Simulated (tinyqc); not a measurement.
Hot electrons in a saturated n-channel MOSFET, lucky-electron model: course of the iteration: body bias from the substrate current.

Beyond pinch-off the lateral field grows as Esat cosh(y/l) over the velocity-saturated region (pseudo-two-dimensional model). Impact ionisation in this region gives the substrate current, which biases the body forward through Rsub. Currents are per width. Local-field laws: they overstate ionisation when the field peak is narrower than an energy relaxation length.

Cox = 3.9 eps0/tox. Overdrive g = Vg - VT + kb Vb; Vdsat = g Esat L/(g + Esat L); Id = Cox vs (g - Vdsat); dV = Vd - Id Rd - Vdsat; Em = sqrt((dV/l)^2 + Esat^2); Isub = Id (Ai/Bi) l Em exp(-Bi/Em). Vb(new) = Rsub Isub.

Stop when Vb changes by less than 1e-9 V, or after 60 iterations.

Parameters, values chosen for the exercise; values close to those of silicon n-channel devices:
```
symbol  value    unit                                   meaning
L         0.5      um                            channel length
tox       9.6      nm                           oxide thickness
VT       0.62       V                                 threshold
vs      8.4e6    cm/s                       saturation velocity
Ai        2e6    1/cm                      ionisation prefactor
Bi       1.67   MV/cm                          ionisation field
Rd        700  ohm um     resistance of the lightly doped drain
Rsub     9600  ohm um                      substrate resistance
kb        0.3          fall of VT per volt of forward body bias
Vd        2.8       V                             drain voltage
Vg        1.6       V                              gate voltage
```

Constants: eps0 = 8.8541878128e-14 F/cm where lengths are in cm. Results are converted to the units shown.

Vb at the start = 0 V
l = 67.8823 nm
Esat = 0.0430769 MV/cm

Course of the iteration:
```
iteration      Vb (V)  |change| (V)
1          0.00957927       9.58e-3
2          0.00957733       1.95e-6
3          0.00957733      4.13e-10
```

Did this iteration meet its convergence test, and what does its course show?

Yes. Converged in 3 iterations. The change falls from 0.0096 in the first iteration to below the tolerance in the last.

Program tinyqc, `OMP_NUM_THREADS=1 python tinyqc.py 2550170 2550171 out.jsonl`; Intel Xeon 2.30GHz, shared host, one thread, about 0.01 s.
